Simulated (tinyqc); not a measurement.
# Isotype n-N heterojunction, non-linear Poisson equation by Newton steps, Boltzmann statistics: starts and damping rules compared

One dimension, material 1 (n-type) at x < 0 and material 2 (n-type) at x > 0. Band edges: Ec = -psi in material 1 and -psi + dEc in material 2, Ev = Ec - Eg. Equilibrium, Fermi level at 0. n = Nc F((EFn - Ec)/Vt), p = Nv F((Ev - EFp)/Vt), with F(eta) = exp(eta) (Boltzmann statistics); full ionisation, no interface charge, classical densities; the doping types are chosen for the exercise.

a_i = eps0 eps_r/h_i for the interval from node i to i + 1, with h_i = x_(i+1) - x_i in cm.

n_i = Nc F(a_n), a_n = (V - Ec_i)/Vt; p_i = Nv F(a_p), a_p = (Ec_i - Eg)/Vt; rho_i = p_i - n_i + C_i with C = +N1 or +N2; g_i = (n_i + p_i)/Vt. Box widths w_i = (h_(i-1) + h_i)/2 in cm. Residual F_i = a_i (psi_(i+1) - psi_i) - a_(i-1) (psi_i - psi_(i-1)) + q rho_i w_i; Jacobian: a_(i-1) and a_i beside the diagonal, b_i = -a_(i-1) - a_i - q g_i w_i on it. The two end nodes are fixed.

Iterations until the largest undamped |d| is below 1e-9 V (the last, tiny step is counted), with a cap of 100; "overflow" would mean that an exponential left the range of double precision. Starts:
- neutral: psi_L on the nodes of material 1 and psi_R on those of material 2.
- smooth: psi_L + (psi_R - psi_L)(1 + tanh(x/s))/2 on the inner nodes with s = 64 nm, psi_L and psi_R on the ends.
- linear: A straight line in x from psi_L to psi_R.

Rules for the step d, which solves the tridiagonal system a_(i-1) d_(i-1) + b_i d_i + a_i d_(i+1) = -F_i:
- full Newton steps: the full step is added.
- logarithmic damping: each component d is damped to sign(d) Vt ln(1 + |d|/Vt) before it is added.
- steps capped at 4 Vt: if the largest |d| exceeds 4 Vt, the whole step is scaled down so that it equals 4 Vt.
- halved steps: half of the step is added while the largest |d| exceeds 1.5 Vt, the full step after that.

Parameters, values chosen for the exercise; band and dielectric values close to those of InP and InAlAs:

| symbol | value | unit | meaning |
|---|---|---|---|
| T | 350 | K | temperature |
| Eg1 | 1.35 | eV | band gap of material 1 |
| er1 | 12.6 |  | relative permittivity of material 1 |
| Nc1 | 7.22e17 | cm^-3 | conduction-band density of states of material 1 |
| Nv1 | 1.39e19 | cm^-3 | valence-band density of states of material 1 |
| Eg2 | 1.47 | eV | band gap of material 2 |
| er2 | 12.5 |  | relative permittivity of material 2 |
| Nc2 | 6.35e17 | cm^-3 | conduction-band density of states of material 2 |
| Nv2 | 1.29e19 | cm^-3 | valence-band density of states of material 2 |
| dEc | 0.26 | eV | conduction-band offset Ec2 - Ec1 |
| N1 | 1.6e16 | cm^-3 | donor density of material 1 |
| N2 | 2.1e16 | cm^-3 | donor density of material 2 |
| V | 0 | V | bias of side 1 against side 2 |

Constants: q = 1.602176634e-19 C, kB = 1.380649e-23 J/K, Vt = kB T/q, eps0 = 8.8541878128e-14 F/cm where lengths are in cm. Results are converted to the units shown.

```
node,x (nm),material
0,-372,1
1,-207,1
2,-108,1
3,-47.4,1
4,-11,1
5,11,2
6,39.9,2
7,77.9,2
8,128,2
9,193,2
10,280,2
11,393,2
```

```
interval,eps_r
0,12.6
1,12.6
2,12.6
3,12.6
4,12.5498
5,12.5
6,12.5
7,12.5
8,12.5
9,12.5
10,12.5
```

psi_L = -0.114895 V
psi_R = 0.157179 V

Iterations needed:
```
,full Newton steps,logarithmic damping,steps capped at 4 Vt,halved steps
neutral,8,9,8,8
smooth,7,9,7,7
linear,10,10,9,9
```

What does the comparison show?

The fewest iterations, 7, are needed by full Newton steps from the smooth start and steps capped at 4 Vt from the smooth start and halved steps from the smooth start. Every pairing converges. Lowest count for the worst start: steps capped at 4 Vt, at most 9 iterations.

tinyqc, about 0.02 s, one thread, Intel Xeon 2.30GHz (shared host): `OMP_NUM_THREADS=1 python tinyqc.py 2040004 2040005 out.jsonl`
